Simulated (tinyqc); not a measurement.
Minority-electron transport through the base of a bipolar transistor (Moll-Ross and Kroemer integrals): one step, computed by the program tinyqc. Command: `OMP_NUM_THREADS=1 python tinyqc.py 3028251 3028252 out.jsonl base walk`. One thread of a shared host (Intel(R) Xeon(R) Processor @ 2.30GHz), about 0.01 s of CPU time with the checks.

Low injection, one dimension, x from the emitter edge (0) to the collector edge (W), s = x/W. Recombination is treated as a small correction (valid for tau_B well below tau_n), computed from the stored charge.

Task: Gain and speed. Emitter-limited gain beta_E = G_E/G_B; recombination-limited gain beta_R = tau_n/tau_B; 1/beta = 1/beta_E + 1/beta_R; f_T from the base alone = 1/(2 pi tau_B).

Inputs (values chosen for the exercise, modelled on silicon): electron lifetime tau_n = 0.35 ns; emitter Gummel number G_E = 1.5e+14 s/cm^4; temperature T = 300 K.

Base doping profile: uniform. Gap grading: linear. Exit of the base: infinite sink.

base Gummel number G_B = 7.312432e+13 s/cm^4

base transit time tau_B = 37.12757 ps

Give: beta_E; beta_R; current gain beta; f_T from the base alone.

Result:

beta_E = 2.051

beta_R = 9.427

current gain beta = 1.685

f_T from the base alone = 4.287 GHz

The gain is limited mainly by hole injection into the emitter (82 % of the base current).
